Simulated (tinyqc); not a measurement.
Course in time: spin coating of a resist or spin-on film: centrifugal thinning, evaporation and the final thickness (Emslie and Meyerhofer models). Computed by tinyqc, a small Python program. Command: `OMP_NUM_THREADS=1 python tinyqc.py 3112314 3112315 out.jsonl spincoat walk`. One thread of a shared host (Intel(R) Xeon(R) Processor @ 2.30GHz), about 0.08 s of CPU time with the checks.

A Newtonian film stays uniform over the wafer; solvent and solids have the same density and the concentration is uniform through the thickness.

Inputs (values chosen for the exercise, of the order of those of a polymer resist in an ester solvent):
```
quantity,value,unit
solids volume fraction c0,0.27,-
kinematic viscosity of the solvent nu_s,1.2,mm^2/s
viscosity constant k,820,mm^2/s
viscosity exponent gamma,3.1,-
spin speed f,800,rpm
evaporation rate at 1000 rpm e0,0.14,micrometre/s
starting thickness h0,400,micrometre
wafer radius R,150,mm
shrinkage in the bake,7.3,%
```

Method:
- omega = 2 pi f/60; nu(c) = nu_s + k c^gamma; evaporation rate e = e0 sqrt(f/1000 rpm).
- Flow constant K = 2 omega^2/(3 nu(c0)); Reynolds number of the air omega R^2/nu_air with nu_air = 15 mm^2/s.
- Meyerhofer estimate: flow rules until (1 - c0) K h^3 = e, then evaporation alone: h_w = (e/((1 - c0) K))^(1/3), dry film c0 h_w.
- Full model for solids s and liquid l per area, h = s + l, c = s/h: ds/dt = -c Q, dl/dt = -(1 - c) Q - e, Q = 2 omega^2 h^3/(3 nu(c)); integrated adaptively (relative tolerance 1e-9) until l = 0.
- Dry film = s at l = 0, before the bake; film after the bake = s x (1 - shrinkage).
- Times are fractions of the time to dry.

omega = 83.7758 1/s

evaporation rate e = 0.125220 micrometre/s

dry film = 2520.78 nm

dry film, estimate = 2229.58 nm

History:
```
fraction,t (s),h (micrometre),c,nu (mm^2/s),Q/e,s (nm)
0.003,0.189,90.845,0.27005,15.37,1.8230e+03,24533
0.010,0.629,50.680,0.27028,15.41,3.1572e+02,13698
0.030,1.886,29.414,0.27146,15.60,6.0965e+01,7985
0.100,6.287,16.121,0.27894,16.86,9.2820e+00,4497
0.200,12.575,11.342,0.29609,20.05,2.7196e+00,3358
0.350,22.006,8.385,0.33482,28.79,7.6508e-01,2807
0.500,31.437,6.668,0.39238,46.31,2.3922e-01,2616
0.700,44.011,4.911,0.51673,107.11,4.1314e-02,2537
0.900,56.586,3.310,0.76204,354.34,3.8227e-03,2522
```

Q/e drops below 1 between t = 13 and 22 s, when c has risen from 0.27 to about 0.335; after that row the solids fall by a further 10 %. The full model gives 1.13 times the two-stage estimate.
